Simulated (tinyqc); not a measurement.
# Random telegraph noise from one oxide trap in a small MOSFET: what changes with what

An acceptor-like trap exchanges electrons with the channel. Inversion charge Q = Cox u, u = n Vt W0(exp((Vg - VT)/(n Vt))), W0 the Lambert function, n = nf, Cox = eps0 eox/tox; linear regime Id = (W/L) mu Q Vd. Relative to threshold the surface potential rises by Vt ln(u/u0) and the oxide voltage by the rest of Vg - VT, with u0 = n Vt W0(1).

Parameters, values chosen for the exercise; values of the order met in silicon transistors:
```
symbol,value,unit,meaning
T,350,K,temperature
eox,22.2,,relative permittivity of the gate insulator (close to hafnium oxide)
tox,10,nm,insulator thickness
xt,1.7,nm,depth of the trap from the channel interface
E0,0.03,eV,trap level above the channel Fermi level at threshold
s0,4e-16,cm^2,capture prefactor
EB,0.51,eV,capture barrier (lattice relaxation)
lt,0.16,nm,tunnelling decay length
vth,1.3e7,cm/s,thermal velocity
zi,1.6,nm,thickness of the inversion layer
VT,0.35,V,threshold voltage
nf,1.15,,body factor
W,150,nm,gate width
L,75,nm,gate length
mu,110,cm^2/(V s),mobility
asc,4.7e-16,V s,scattering coefficient of the charged trap
Vd,0.05,V,drain voltage
Vg,0.39,V,gate voltage
```

Constants: q = 1.602176634e-19 C, kB = 1.380649e-23 J/K, Vt = kB T/q, eps0 = 8.8541878128e-14 F/cm where lengths are in cm. Results are converted to the units shown.

Each table varies one quantity; the others keep the values above.

## Time constants and noise against gate voltage

N = Cox u/q; dpsi = Vt ln(u/u0); E = E0 - dpsi - (xt/tox)(Vg - VT - dpsi); capture time tc = 1/[(N/zi) vth s0 exp(-xt/lt - EB/Vt)]; emission time te = tc exp(-E/Vt); occupancy te/(tc + te). A = W L; threshold step dV = q (1 - xt/tox)/(Cox A); gm/Id = 1/(u + n Vt); relative step dI/I = (gm/Id) dV + asc mu/A. fc = (1/tc + 1/te)/(2 pi); rms = (dI/I) sqrt(tc te)/(tc + te).

Time constants and noise against gate voltage:

| Vg (V) | E (eV) | tc (s) | te (s) | occupancy | dI/I (%) | fc (Hz) | rms dI/I (%) |
|---|---|---|---|---|---|---|---|
| 0.16 | 0.1853 | 1.578e4 | 33.83 | 0.002140 | 1.773 | 0.004714 | 0.08190 |
| 0.22 | 0.1323 | 2851 | 35.47 | 0.01229 | 1.741 | 0.004543 | 0.1918 |
| 0.28 | 0.08118 | 555.9 | 37.68 | 0.06347 | 1.597 | 0.004511 | 0.3893 |
| 0.34 | 0.03646 | 140.0 | 41.80 | 0.2299 | 1.226 | 0.004945 | 0.5160 |
| 0.4 | 0.002069 | 53.27 | 49.73 | 0.4829 | 0.8226 | 0.006188 | 0.4110 |
| 0.46 | -0.02404 | 28.21 | 62.61 | 0.6893 | 0.5671 | 0.008183 | 0.2624 |
| 0.52 | -0.04527 | 18.16 | 81.46 | 0.8177 | 0.4216 | 0.01072 | 0.1627 |
| 0.58 | -0.06368 | 13.08 | 108.0 | 0.8920 | 0.3341 | 0.01364 | 0.1037 |
| 0.64 | -0.08032 | 10.11 | 145.0 | 0.9348 | 0.2774 | 0.01683 | 0.06848 |

tc falls from 15800 to 10.1 s as the channel fills and te rises from 33.8 to 145 s; they are equal at Vg = 0.404 V, where E = 0. The rms noise goes from 0.0819 through a maximum of 0.516 (at Vg = 0.34 V among the rows listed) to 0.0685 %. The slope -Vt d ln(tc/te)/dVg is 0.884 between the first two rows and 0.277 between the last two; it tends to xt/tox = 0.170 only when the surface potential stops moving.

## Effect of the gate length

Same model as above.

The same in every row: E (eV) = 0.0071207; tc (s) = 60.897; te (s) = 48.091; occupancy = 0.44125; fc (Hz) = 0.0059230.

Effect of the gate length:

| L (nm) | dI/I (%) | rms dI/I (%) |
|---|---|---|
| 15 | 4.4014 | 2.1855 |
| 25 | 2.6408 | 1.3113 |
| 41 | 1.6103 | 0.79956 |
| 67 | 0.98539 | 0.48928 |
| 110 | 0.60019 | 0.29802 |
| 180 | 0.36678 | 0.18212 |
| 300 | 0.22007 | 0.10927 |
| 500 | 0.13204 | 0.065564 |

Read the table: what changes, and by how much?

As L goes from 15 to 500, tc stays at 60.9 s, te stays at 48.1 s and dI/I falls from 4.40 to 0.132 %. The step goes as 1/(W L), while the times do not depend on the size.

Range of the model: VT is taken as given; short-channel effects and the uneven flow of current among few electrons are left out.

Program tinyqc, `OMP_NUM_THREADS=1 python tinyqc.py 2710067 2710068 out.jsonl`; Intel Xeon 2.30GHz, shared host, one thread, about 0.01 s.
